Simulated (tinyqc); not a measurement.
# From V_3 back to substrate conductivity kappa

Model: the 3-omega method: a line heater on a substrate with a thin film. Computed by tinyqc, a small Python program. Command: `OMP_NUM_THREADS=1 python tinyqc.py 3004903 3004904 out.jsonl threeomega inv`. One thread of a shared host (Intel(R) Xeon(R) Processor @ 2.30GHz), about 0.03 s of CPU time with the checks.

A current at angular frequency omega = 2 pi f heats the line at 2 omega with the amplitude P per length; the temperature swing Delta T at 2 omega gives a voltage at 3 omega. The substrate is taken as semi-infinite and isotropic, and the heat capacity of heater and film is left out.

Inputs (values chosen for the exercise, modelled on silicon nitride on gallium nitride): substrate heat capacity C = 3.03 1e6 J/(m^3 K); heater half-width b = 7.5 micrometre; power amplitude per length P = 6.8 W/m; current frequency f = 81 Hz; film thickness t = 740 nm; film conductivity kappa_f = 2.6 W/(m K); interface resistance R_i = 14 m^2 K/GW; substrate thickness d_s = 725 micrometre; temperature coefficient of resistance beta = 1.8 1e-3/K; voltage amplitude V_1 = 2 V.

Method:
- D = kappa/C; q = sqrt(2 i omega/D); penetration depth 1/|q| = sqrt(D/(2 omega)).
- Delta T_s = (P/(pi kappa)) int_0^infinity (sin x/x)^2 / sqrt(x^2 + (q b)^2) dx with (q b)^2 = i |q b|^2, averaged over the heater width (12 Gauss-Legendre points on each of the pieces 0, 14 log-spaced edges from 1e-5 to 1, and multiples of pi to 40 pi; the tail adds 1/(4 (40 pi)^2)).
- For |q| b much below 1: Delta T_s = (P/(pi kappa)) [-ln(|q| b) + eta - i pi/4], eta = 3/2 - C_E = 0.92278, with Euler's C_E = 0.5772157.
- One-dimensional flow across the film: Delta T_f = P (t/kappa_f + R_i)/(2 b); total in-phase swing Delta T = Delta T_s + Delta T_f; third-harmonic amplitude V_3 = V_1 beta |Delta T|/2 with the out-of-phase part included; the apparent film conductivity is t/(t/kappa_f + R_i).

Problem. A run gave the result below. Find the substrate conductivity kappa, known to lie between 150 and 350 W/(m K).

V_3 = 0.3305937 mV

Solution.

Each step takes the trial c = (a f_b - b f_a)/(f_b - f_a), f being the result less the target and a, b, c the logarithms of the listed values; c replaces end b, the old b replaces a if the sign of f changed, and otherwise f_a is halved.

Scan of the range:
```
substrate conductivity kappa (W/(m K))  V_3 (mV)
150                                     0.356049
173                                     0.342664
199                                     0.331061
229                                     0.320774
264                                     0.311576
304                                     0.303524
350                                     0.296426
```

False position (Illinois rule, in the logarithm of the input) inside the bracket:
```
step    end a    end b    trial  V_3 (mV)
1     199.000  229.000  200.273  0.330566
2     199.000  200.273  200.136  0.330619
3     200.273  200.136  200.200  0.330594
4     200.136  200.200  200.200  0.330594
```

V_3 falls at every point of a 13-point scan of the range (every second point is shown), so one value fits; it is bracketed by 199 and 229. Answer: substrate conductivity kappa = 200.2 W/(m K).

Caution: the penetration depth exceeds a fifth of the substrate thickness, so the back face is felt and the semi-infinite formula fails.
